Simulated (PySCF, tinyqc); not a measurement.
Inside a calculation. Method: CCSD on RHF in the sto-3g basis, frozen core, for Be, spin multiplicity 1. The lowest restricted solution is unstable here: a spin-polarised one lies 0.0012 hartree lower (PySCF). Computed by tinyqc, a small Python program that keeps every step (integrals from PySCF). Settings: charge = 0, multiplicity = 1, basis = sto-3g, method = RHF, frozen orbitals = 1, energy threshold = 1e-10, iteration cap = 84, orthogonalisation = symmetric, start = atomic densities, DIIS depth = 6, amplitude equations = CCSD, DIIS depth for amplitudes = 6, cap on updates = 54. Command: `OMP_NUM_THREADS=1 python tinyqc.py 31063 31064 out.jsonl` (the two numbers bound the seeds that draw the settings). One thread of a shared host (Intel(R) Xeon(R) Processor @ 2.60GHz), about 0.2 s of CPU time with the checks. The early iterations of the SCF are left out here.

## One-electron integrals

Geometry (angstrom):

| atom | x | y | z |
|---|---|---|---|
| Be | 0.000000 | 0.000000 | 0.000000 |

Basis sto-3g: exponents (1/bohr^2) and contraction coefficients of normalised primitives:

| element | l (shell) | exponent | coefficient |
|---|---|---|---|
| Be | s (1) | 30.167871 | 0.154329 |
| Be | s (1) | 5.495115 | 0.535328 |
| Be | s (1) | 1.487193 | 0.444635 |
| Be | s (2) | 1.314833 | -0.099967 |
| Be | s (2) | 0.305539 | 0.399513 |
| Be | s (2) | 0.099371 | 0.700115 |
| Be | p (3) | 1.314833 | 0.155916 |
| Be | p (3) | 0.305539 | 0.607684 |
| Be | p (3) | 0.099371 | 0.391957 |

Overlap, kinetic and nuclear-attraction integrals over the contracted functions; the nuclear repulsion is the sum of Za Zb / Rab.

nuclear repulsion = 0 hartree

overlap S, lower triangle:
```
           1Be 1s    1Be 2s   1Be 2px   1Be 2py   1Be 2pz
1Be 1s   1.000000
1Be 2s   0.259517  1.000000
1Be 2px  0.000000  0.000000  1.000000
1Be 2py  0.000000  0.000000  0.000000  1.000000
1Be 2pz  0.000000  0.000000  0.000000  0.000000  1.000000
```

kinetic energy T (hartree), lower triangle:
```
            1Be 1s    1Be 2s   1Be 2px   1Be 2py   1Be 2pz
1Be 1s    6.693975
1Be 2s   -0.033012  0.211111
1Be 2px   0.000000  0.000000  0.660592
1Be 2py   0.000000  0.000000  0.000000  0.660592
1Be 2pz   0.000000  0.000000  0.000000  0.000000  0.660592
```

nuclear attraction V (hartree), lower triangle:
```
             1Be 1s     1Be 2s    1Be 2px    1Be 2py    1Be 2pz
1Be 1s   -14.561092
1Be 2s    -1.899246  -2.313268
1Be 2px    0.000000   0.000000  -2.294749
1Be 2py    0.000000   0.000000   0.000000  -2.294749
1Be 2pz    0.000000   0.000000   0.000000   0.000000  -2.294749
```

core Hamiltonian H = T + V (hartree), lower triangle:
```
            1Be 1s     1Be 2s    1Be 2px    1Be 2py    1Be 2pz
1Be 1s   -7.867117
1Be 2s   -1.932258  -2.102157
1Be 2px   0.000000   0.000000  -1.634157
1Be 2py   0.000000   0.000000   0.000000  -1.634157
1Be 2pz   0.000000   0.000000   0.000000   0.000000  -1.634157
```

## Two-electron integrals

Functions are numbered as in S; the eight-fold symmetry (ij|kl) = (ji|kl) = (kl|ij) leaves the list below.

Two-electron integrals (ij|kl) in chemists' order, unique and non-zero (hartree):
```
(11|11) 2.298831   (21|11) 0.392036   (21|21) 0.079539   (22|11) 0.570988
(22|21) 0.143041   (22|22) 0.417683   (31|31) 0.014607   (32|31) 0.021888
(32|32) 0.092265   (33|11) 0.569578   (33|21) 0.143083   (33|22) 0.417589
(33|33) 0.449859   (41|41) 0.014607   (42|41) 0.021888   (42|42) 0.092265
(43|43) 0.024249   (44|11) 0.569578   (44|21) 0.143083   (44|22) 0.417589
(44|33) 0.401360   (44|44) 0.449859   (51|51) 0.014607   (52|51) 0.021888
(52|52) 0.092265   (53|53) 0.024249   (54|54) 0.024249   (55|11) 0.569578
(55|21) 0.143083   (55|22) 0.417589   (55|33) 0.401360   (55|44) 0.401360
(55|55) 0.449859
```

## Orthogonalisation

S = U s U^T; symmetric (Loewdin) form X = U s^(-1/2) U^T, so that X^T S X = 1.

eigenvalues of S: 0.740483  1.000000  1.000000  1.000000  1.259517

X, lower triangle:
```
            1Be 1s    1Be 2s   1Be 2px   1Be 2py   1Be 2pz
1Be 1s    1.026569
1Be 2s   -0.135528  1.026569
1Be 2px   0.000000  0.000000  1.000000
1Be 2py   0.000000  0.000000  0.000000  1.000000
1Be 2pz   0.000000  0.000000  0.000000  0.000000  1.000000
```

## Iteration 3 (converged): orbitals

converged F (hartree), lower triangle:
```
            1Be 1s     1Be 2s   1Be 2px   1Be 2py   1Be 2pz
1Be 1s   -4.481297
1Be 2s   -1.266056  -0.594757
1Be 2px   0.000000   0.000000  0.221086
1Be 2py   0.000000   0.000000  0.000000  0.221086
1Be 2pz   0.000000   0.000000  0.000000  0.000000  0.221086
```

Diagonalise F' = X^T F X, C = X C', fill 2 alpha and 2 beta electrons from the bottom; D = 2 C_occ C_occ^T. Each column has its largest component positive (the first on a tie).

F' = X^T F X (hartree), lower triangle:
```
           1          2         3         4         5
1  -4.381226
2  -0.651256  -0.356804
3   0.000000   0.000000  0.221086
4   0.000000   0.000000  0.000000  0.221086
5   0.000000   0.000000  0.000000  0.000000  0.221086
```

orbital energies (hartree): MO1 -4.483992, MO2 -0.254038, MO3 0.221086, MO4 0.221086, MO5 0.221086

coefficients C:
```
              MO1        MO2       MO3       MO4       MO5
1Be 1s   0.992898  -0.293881  0.000000  0.000000  0.000000
1Be 2s   0.026138   1.035147  0.000000  0.000000  0.000000
1Be 2px  0.000000   0.000000  1.000000  0.000000  0.000000
1Be 2py  0.000000   0.000000  0.000000  1.000000  0.000000
1Be 2pz  0.000000   0.000000  0.000000  0.000000  1.000000
```

D after iteration 3, lower triangle:
```
            1Be 1s    1Be 2s   1Be 2px   1Be 2py   1Be 2pz
1Be 1s    2.144425
1Be 2s   -0.556515  2.144425
1Be 2px   0.000000  0.000000  0.000000
1Be 2py   0.000000  0.000000  0.000000  0.000000
1Be 2pz   0.000000  0.000000  0.000000  0.000000  0.000000
```

Within a degenerate level the vectors are fixed only up to a rotation; this is one choice.

## Convergence

Stop when the energy changes by less than 1e-10 hartree and every element of the error matrix X^T (F D S - S D F) X is below 3e-06.

Course of the cycle:

| iteration | E (hartree) | change | largest element of the error matrix |
|---|---|---|---|
| 1 | -14.44098606 | - | 1.44e-02 |
| 2 | -14.35188048 | 8.91e-02 | 2.34e-16 |
| 3 | -14.35188048 | 0.000000 | 1.69e-15 |

PySCF RHF in the same basis = -14.35188048 hartree

Converged in 3 iterations.

## Integrals over molecular orbitals

(pq|rs) = sum C_ip C_jq C_kr C_ls (ij|kl), one index at a time.

one-electron integrals over orbitals h = C^T H C (hartree), lower triangle:
```
           1          2          3          4          5
1  -7.857501
2   0.267574  -1.756350
3   0.000000   0.000000  -1.634157
4   0.000000   0.000000   0.000000  -1.634157
5   0.000000   0.000000   0.000000   0.000000  -1.634157
```

Two-electron integrals over orbitals (pq|rs), unique and non-zero (hartree); the lowest 1 orbital is frozen and left out:
```
(22|22) 0.404138   (32|32) 0.086809   (33|22) 0.409597   (33|33) 0.449859
(42|42) 0.086809   (43|43) 0.024249   (44|22) 0.409597   (44|33) 0.401360
(44|44) 0.449859   (52|52) 0.086809   (53|53) 0.024249   (54|54) 0.024249
(55|22) 0.409597   (55|33) 0.401360   (55|44) 0.401360   (55|55) 0.449859
```

## CCSD: starting amplitudes

t_ij^ab = <ij||ab> / (e_i + e_j - e_a - e_b), whose energy is MP2.

Starting amplitudes (spin orbitals 1a, 1b, ...; amplitudes related by a flip of all spins are not repeated):

| from | to | t |
|---|---|---|
| 2a 2b | 3a 3b | -0.091354 |
| 2a 2b | 4a 4b | -0.091354 |
| 2a 2b | 5a 5b | -0.091354 |

correlation energy = -0.02379107 hartree

## CCSD: amplitude update 1

t_i^a D_i^a and t_ij^ab D_ij^ab are set to the remaining terms of the spin-orbital equations, evaluated with the old amplitudes; for the doubles these are <ij||ab> + 1/2 <ab||ef> t_ij^ef + 1/2 <mn||ij> t_mn^ab + P(ij)P(ab) <mb||ej> t_im^ae + terms in t^2 + terms with t1, D the orbital-energy denominators.

Amplitudes after update 1 (spin orbitals 1a, 1b, ...; amplitudes related by a flip of all spins are not repeated):

| from | to | t |
|---|---|---|
| 2a 2b | 3a 3b | -0.143122 |
| 2a 2b | 4a 4b | -0.143122 |
| 2a 2b | 5a 5b | -0.143122 |

correlation energy = -0.03727291 hartree

## CCSD: amplitude update 2

As before.

Amplitudes after update 2 (spin orbitals 1a, 1b, ...; amplitudes related by a flip of all spins are not repeated):

| from | to | t |
|---|---|---|
| 2a 2b | 3a 3b | -0.170428 |
| 2a 2b | 4a 4b | -0.170428 |
| 2a 2b | 5a 5b | -0.170428 |

correlation energy = -0.04438395 hartree

## CCSD: convergence

E_corr = 1/4 sum <ij||ab> t_ij^ab + 1/2 sum <ij||ab> t_i^a t_j^b; stop when the norm of the change is below 1e-8.

Course of the amplitude iterations:

| update | correlation energy (hartree) | norm of the change |
|---|---|---|
| 0 | -0.02379107 | - |
| 1 | -0.03727291 | 1.79e-01 |
| 2 | -0.04438395 | 9.46e-02 |
| 3 | -0.05166135 | 4.78e-02 |
| 4 | -0.05147702 | 1.47e-03 |
| 5 | -0.05146369 | 1.99e-04 |
| 6 | -0.05145874 | 1.07e-04 |
| 7 | -0.05145617 | 7.30e-05 |
| 8 | -0.05144729 | 5.53e-05 |
| 9 | -0.05144813 | 5.72e-06 |
| 10 | -0.05144813 | 3.40e-08 |
| 11 | -0.05144813 | 1.03e-09 |

Converged amplitudes (spin orbitals 1a, 1b, ...; amplitudes related by a flip of all spins are not repeated):

| from | to | t |
|---|---|---|
| 2a 2b | 3a 3b | -0.197553 |
| 2a 2b | 4a 4b | -0.197553 |
| 2a 2b | 5a 5b | -0.197553 |

CCSD total energy = -14.40332860 hartree

T1 diagnostic, norm of the one-spin t1 over sqrt(correlated electrons) = 0.000000

Converged in 11 updates, with DIIS from the third.
